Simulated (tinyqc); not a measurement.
Defect equilibria of an oxide against oxygen pressure (mass action): one step, computed by the program tinyqc.

Defects: oxygen vacancies V (charge +2), electrons n, holes p, the ionic partner X = O_i'' (charge -2), and the dopant. Activities are taken equal to concentrations.

Problem. Equilibrium constants. K_r = K_r0 exp(-H_r/k_B T) = [V] n^2 P^(1/2); K_i = N_c N_v exp(-E_g/k_B T) = n p; K_s = K_s0 exp(-H_s/k_B T) = [X] [V].

Inputs (values chosen for the exercise, for a model oxide):
```
quantity                  value             unit
reduction enthalpy H_r     4.23               eV
prefactor K_r0          6.2e+70  cm^-9 atm^(1/2)
gap E_g                    2.79               eV
prefactor N_c N_v       7.2e+40            cm^-6
disorder enthalpy H_s      4.45               eV
prefactor K_s0          2.4e+45            cm^-6
temperature T               800                K
```

Ionic disorder: anion Frenkel. Dopant (singly charged, fully ionised): acceptor.

Constants: k_B = 8.617333262e-05 eV/K.

Give: K_r; K_i; K_s.

Solution.

K_r = 1.395e+44 cm^-9 atm^(1/2)

K_i = 1.910e+23 cm^-6

K_s = 2.220e+17 cm^-6
